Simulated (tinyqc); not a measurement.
MOS structure on a p-type body with a doping step, non-linear Poisson equation by Newton steps: two steps of the calculation.

One dimension, insulator interface at x = 0, acceptor density N1 for x < x1 and Na beyond, net doping C = -(acceptor density). psi is counted from the intrinsic level: n = ni exp((psi - Vb)/Vt), p = ni exp(-psi/Vt); deep in the body psi_b = -Vt ln(Na/ni). The gate acts through Cox = eps0 eox/tox and has the potential psi_G = Vg - (phiM - chi - Vt ln(Nc/ni)). Boltzmann statistics, full ionisation, classical densities, no oxide or interface charge.

Parameters, values chosen for the exercise; band and dielectric values those of a made-up semiconductor:
- T = 300 K (temperature)
- Eg = 1.2 eV (band gap)
- Nc = 3.51e19 cm^-3 (conduction-band density of states at T)
- Nv = 3.21e19 cm^-3 (valence-band density of states at T)
- chi = 4.26 eV (electron affinity)
- eox = 3.9 (relative permittivity of the gate insulator (close to silicon dioxide))
- tox = 7.8 nm (insulator thickness)
- phiM = 4.49 eV (gate work function)
- Vb = 0.5 V (electron quasi-Fermi potential against the body)
- Vg = 4.24 V (gate voltage against the body)

Constants: q = 1.602176634e-19 C, kB = 1.380649e-23 J/K, Vt = kB T/q, eps0 = 8.8541878128e-14 F/cm where lengths are in cm. Results are converted to the units shown.

Task 1. Densities, residual and Jacobian diagonal. n_i = ni exp((psi_i - Vb)/Vt), p_i = ni exp(-psi_i/Vt), rho_i = p_i - n_i + C_i, g_i = (n_i + p_i)/Vt. Box widths w_i = (h_(i-1) + h_i)/2 in cm. Residual F_i = a_i (psi_(i+1) - psi_i) - a_(i-1) (psi_i - psi_(i-1)) + q rho_i w_i; Jacobian: a_(i-1) and a_i beside the diagonal, b_i = -a_(i-1) - a_i - q g_i w_i on it. Node 0 is free: w_0 = h_0/2, F_0 = a_0 (psi_1 - psi_0) + Cox (psi_G - psi_0) + q rho_0 w_0, b_0 = -a_0 - Cox - q g_0 w_0, with Cox = eps0 eox/tox, psi_G = Vg - (phiM - chi - Vt ln(Nc/ni)). The last node is fixed.

```
node  x (nm)  psi at the start (V)  net doping C (cm^-3)
0          0             1.0178667                 -7e18
1        0.8             0.9438524                 -7e18
2       1.85             0.8494824                 -7e18
3       3.21             0.7319314                 -7e18
4          5             0.5852654                 -7e18
5       7.33             0.4080623                 -7e18
6       10.4             0.1982540               -1.4e18
7       14.4            -0.0347274               -1.4e18
8       19.6            -0.2692865               -1.4e18
9       26.4            -0.4594906               -1.4e18
10      35.3            -0.5178667               -1.4e18
11      46.9            -0.5178667               -1.4e18
12      62.1            -0.5178667               -1.4e18
13      81.9            -0.5178667               -1.4e18
```

coupling a_i, interval 0 to 12 (F/cm^2): 9.8170807e-6  7.4796806e-6  5.7747534e-6  4.3875221e-6  3.3706715e-6  2.5581969e-6  1.9634161e-6  1.5103201e-6  1.1549507e-6  8.8243422e-7  6.7704005e-7  5.1668846e-7  3.9664973e-7
ni = 2.7947934e9 cm^-3

Wanted: n; p; residual F; diagonal b.

Result 1.

```
node  n (cm^-3)  p (cm^-3)
0     1.4000e18  2.2230e-8
1     7.9936e16  3.8934e-7
2     2.0768e15  1.4986e-5
3     2.2010e13  0.0014140
4     7.5639e10    0.41146
5      7.9775e7     390.13
6         23836   1.3057e6
7        2.9062  1.0709e10
8     3.3335e-4  9.3361e13
9     2.1263e-7  1.4637e17
10    2.2230e-8  1.4000e18
11    2.2230e-8  1.4000e18
12    2.2230e-8  1.4000e18
13    2.2230e-8  1.4000e18
```

```
node  residual F (1e-7 C/cm^2)  diagonal b (F/cm^2)
0                       8.1034           -1.0607e-5
1                      -0.8418           -1.7343e-5
2                      -1.0815           -1.3256e-5
3                      -1.4131           -1.0162e-5
4                      -1.8483           -7.7582e-6
5                      -2.4225           -5.9289e-6
6                       0.0000           -4.5216e-6
7                       0.0000           -3.4737e-6
8                       0.0001           -2.6656e-6
9                       0.1049           -2.7495e-6
10                      0.5151           -1.0453e-5
11                      0.0000           -1.2820e-5
12                      0.0000           -1.6097e-5
```

Task 2. Converged densities and sheet charges. n and p as above; box widths w_i (half boxes at both ends); band bending psi_0 - psi_b; N_inv = sum w n; N_dep = -sum w (p + C); centroid sum w n x/N_inv; gate charge Cox (psi_G - psi_0)/q.

```
node  x (nm)  converged psi (V)  net doping C (cm^-3)
0          0          1.0863982                 -7e18
1        0.8          0.9449637                 -7e18
2       1.85          0.7733661                 -7e18
3       3.21          0.5745091                 -7e18
4          5          0.3530379                 -7e18
5       7.33          0.1332965                 -7e18
6       10.4         -0.0378649               -1.4e18
7       14.4         -0.2204919               -1.4e18
8       19.6         -0.3895910               -1.4e18
9       26.4         -0.4950093               -1.4e18
10      35.3         -0.5158660               -1.4e18
11      46.9         -0.5177607               -1.4e18
12      62.1         -0.5178633               -1.4e18
13      81.9         -0.5178667               -1.4e18
```

ni = 2.7947934e9 cm^-3

Give: n; p; band bending; N_inv; N_dep; centroid of the electrons; gate charge over q.

Result 2.

```
node  n (cm^-3)  p (cm^-3)
0      1.983e19   1.569e-9
1      8.345e16   3.730e-7
2      1.093e14   2.847e-4
3      4.989e10     0.6238
4       9.495e6       3278
5          1932    1.611e7
6         2.574   1.209e10
7      0.002201   1.414e13
8      3.176e-6   9.799e15
9      5.382e-8   5.783e17
10     2.402e-8   1.296e18
11     2.232e-8   1.394e18
12     2.223e-8   1.400e18
13     2.223e-8   1.400e18
```

band bending = 1.604 V
N_inv = 8.011e11 cm^-2
N_dep = 8.938e12 cm^-2
centroid of the electrons = 0.007739 nm
gate charge over q = 9.740e12 cm^-2

N_inv + N_dep is within 0.01 % of the gate charge.

Program tinyqc, `OMP_NUM_THREADS=1 python tinyqc.py 2080025 2080026 out.jsonl`; Intel Xeon 2.30GHz, shared host, one thread, about 0.5 s.
